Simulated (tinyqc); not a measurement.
Propagation of a band-gap error through k.p and effective-mass formulas, step by step. Values are carried at full precision from step to step, so a last printed digit may differ when a step is redone from the rounded ones.

Chain, for a gap E (the reference Eg or another value), with Ep and Dso kept: 1/me = 1 + Ep (E + 2 Dso/3)/(E (E + Dso)); g* = 2 - 2 Ep Dso/(3 E (E + Dso)); g1(E) = g1 + (Ep/3)(1/E - 1/Eg), g2(E) = g2 + (Ep/6)(1/E - 1/Eg), light hole 1/(g1 + 2 g2), heavy hole 1/(g1 - 2 g2) along [100]; optical constant ei(E) = 1 + (ei - 1)(EP/(EP + E - Eg))^2, static e0(E) = ei(E) + e0 - ei.

Constants: Ry = 13.60569312 eV; a0 (Bohr radius) = 0.5291772105 angstrom; kB = 8.617333262e-05 eV/K; hbar^2/2m0 = 3.80998211 eV angstrom^2.

Values chosen for the exercise (reference values near those of GaAs, gap at low temperature; shifted at random, so the results belong to these values and not to a real crystal): Eg = 1.504 eV (gap at Gamma to the s-like level); Dso = 0.336 eV (spin-orbit splitting); Ep = 25.2 eV (Kane energy); g1 = 6.96 (Luttinger gamma1); g2 = 2.07 (gamma2); e0 = 12.79 (static dielectric constant); ei = 11.1 (optical dielectric constant); EP = 5.13 eV (mean (Penn) gap); Eg2 = 0.421 eV (a wrong gap, of the size a semi-local functional can give); mh = 0.44 m0 (density-of-states mass of the holes); T = 300 K (temperature); k = 0.031 1/angstrom (wave vector).

## Masses, g factor and screening for both gaps

Evaluate the chain at Eg and at Eg2.

Band values at the two gaps:
```
quantity       at Eg   at Eg2  ratio
me           0.05975  0.01923  0.322
g*          -0.03978   -15.71      -
g1             6.960    21.33  3.064
g2             2.070    9.254  4.470
light hole   0.09009  0.02510  0.279
heavy hole    0.3546   0.3546  1.000
ei             11.10    17.23  1.552
e0             12.79    18.92  1.479
```

The gap is off by a factor of 0.28; the electron mass follows with 0.32 and the light hole with 0.28, while the heavy hole, which does not couple to the conduction level, keeps its value. The optical constant changes less, by +55 %, as it answers to the mean gap, which shifts by the same -1.08 eV on a base of 5.13 eV. g* moves by -15.67; near zero it is a difference of larger terms, and remote bands, left out here, shift it by tenths.

## Binding energies and densities for both gaps

Donor: R = Ry me/e0^2, a_B = a0 e0/me, Mott density (0.26/a_B)^3. Nc, Nv = 2 (m kT/(4 pi c))^(3/2), c = hbar^2/2m0, ni = sqrt(Nc Nv) exp(-E/2kT). Exciton: Ry mu/e0^2 with 1/mu = 1/me + g1(E). 1 angstrom^-3 = 1e24 cm^-3.

Use the values of the table.

Results:
```
quantity                  at Eg     at Eg2     ratio
R (meV)                   4.970     0.7310     0.147
a_B (angstrom)            113.3      520.6      4.60
Mott density (cm^-3)  1.209e+16  1.246e+14    0.0103
Nc (cm^-3)            3.665e+17  6.692e+16     0.183
ni (cm^-3)            3.814e+05  2.037e+14  5.34e+08
exciton (meV)             3.510     0.5184     0.148
```

Power laws carry the error on: the donor energy (me/e0^2) by a factor of 0.147, the Mott density (cube of me/e0) by 0.0103. ni, with its exponential, changes by a factor of 5.34e+08, that is 8.7 decades.

## A scissor shift and what it does not mend

A rigid shift D = Eg - Eg2 of the conduction band restores the gap but leaves the curvature, so the mass stays me(Eg2); redoing the sum 1/m = 1 + Ep (E + 2 Dso/3)/(E (E + Dso)) with E = Eg and the same Ep gives another mass. For optics, eps2 at the edge goes as |p|^2/E^2: a rigid shift keeps the dipole elements p/E, while shifting the energies under unchanged p scales eps2 by (Eg2/Eg)^2.

shift D = 1.083 eV
mass under a rigid shift = 0.0192 m0
mass from the sum with the corrected gap = 0.0598 m0
factor on eps2 if p is left unscaled = 0.078

The rigid shift leaves the mass off by a factor of 0.32. The mass from the corrected gap is the reference me(Eg) here, because the exercise keeps Ep fixed; a real correction of the gap depends on k and changes Ep as well.

## Far from the edge the relative error shrinks

Two-level dispersion E(k) = sqrt(E^2/4 + Ep c k^2) - E/2 at k/4, k, 4k for both gaps, c = hbar^2/2m0.

Energies above the edge:
```
k (1/angstrom)  at Eg (eV)  at Eg2 (eV)  ratio
0.00775             0.0038       0.0133  3.472
0.03100             0.0590       0.1591  2.695
0.12400             0.6769       1.0226  1.511
```

The ratio tends to Eg/Eg2 = 3.57 at k = 0 and goes from 3.472 to 1.511: at large k both curves approach the same slope sqrt(Ep c), while their distance in eV grows towards |Eg - Eg2|/2.

## Checks

- Chain at E = Eg against the inputs g1, g2, ei, e0: they agree to 1e-10 or better.

Program tinyqc; command `OMP_NUM_THREADS=1 python tinyqc.py 1850470 1850471 out.jsonl`; about 0.01 s on one thread of a shared Intel(R) Xeon(R) Processor @ 2.30GHz.
